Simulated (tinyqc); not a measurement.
Inside a calculation. Model: resistance of a tapered via with liner, size effect and interface.

Computed by the program tinyqc: `OMP_NUM_THREADS=1 python tinyqc.py 2750112 2750113 out.jsonl`, one thread of a shared Intel Xeon 2.30GHz, about 0.01 s for the whole run. Printed values are rounded.

A round via whose diameter grows from db at the bottom as D(z) = db + 2 z/tan(ang). The fill, of diameter D - 2 tl, starts above the bottom liner (thickness fb tl) and has rho = rho0 (1 + ks lam/(D - 2 tl)); the sidewall liner conducts in parallel with it. The bottom liner and the interface are crossed over the full area pi db^2/4. Spreading in the lines above and below is left out.

Parameters, values chosen for the exercise; fill metal close to copper:

| symbol | value | unit | meaning |
|---|---|---|---|
| db | 57 | nm | diameter at the bottom |
| hv | 200 | nm | height |
| ang | 89 | degrees | sidewall angle |
| rho0 | 1.65 | uohm cm | bulk resistivity of the fill |
| lam | 40.1 | nm | mean free path of the fill |
| ks | 1.1 |  | size-effect factor |
| tl | 2.6 | nm | liner on the sidewall |
| fb | 0.5 |  | liner at the bottom over that on the sidewall |
| rl | 370 | uohm cm | resistivity of the liner |
| ri | 5e-12 | ohm cm^2 | interface resistivity at the bottom |
| Sb | 1.1e15 | S/m^2 | ballistic conductance per area, about 3/(4 rho0 lam) |

## Slices of the via

Slices between z0 = fb tl and hv, evaluated at their midpoints: conductance per length pi/4 [(D - 2 tl)^2/rho + (D^2 - (D - 2 tl)^2)/rl], slice resistance = slice height over that. 6 slices.

| slice | z (nm) | D (nm) | rho (uohm cm) | slice resistance (ohm) |
|---|---|---|---|---|
| 0 | 17.85833 | 57.62344 | 3.038339 | 0.4653718 |
| 1 | 50.97500 | 58.77954 | 3.008382 | 0.4411372 |
| 2 | 84.09167 | 59.93565 | 2.979691 | 0.4186893 |
| 3 | 117.2083 | 61.09176 | 2.952187 | 0.3978604 |
| 4 | 150.3250 | 62.24787 | 2.925797 | 0.3785019 |
| 5 | 183.4417 | 63.40397 | 2.900456 | 0.3604813 |

## Total resistance

R_fill = sum of the slices; R_bottom = rl fb tl/(pi db^2/4); R_interface = ri/(pi db^2/4); ballistic (Sharvin) limit 1/(Sb pi (db - 2 tl)^2/4); ideal cylinder rho0 hv/(pi db^2/4).

parts (ohm): fill 2.462042, bottom liner 1.884975, interface 0.1959433
R = 4.542960 ohm
shares (%): fill 54.19467, bottom liner 41.49221, interface 4.31312
ballistic limit = 0.4313779 ohm
ideal cylinder = 1.293226 ohm

The fill is the largest part, and R is 3.51 times the ideal cylinder. With 2000 slices R = 4.5434 ohm.
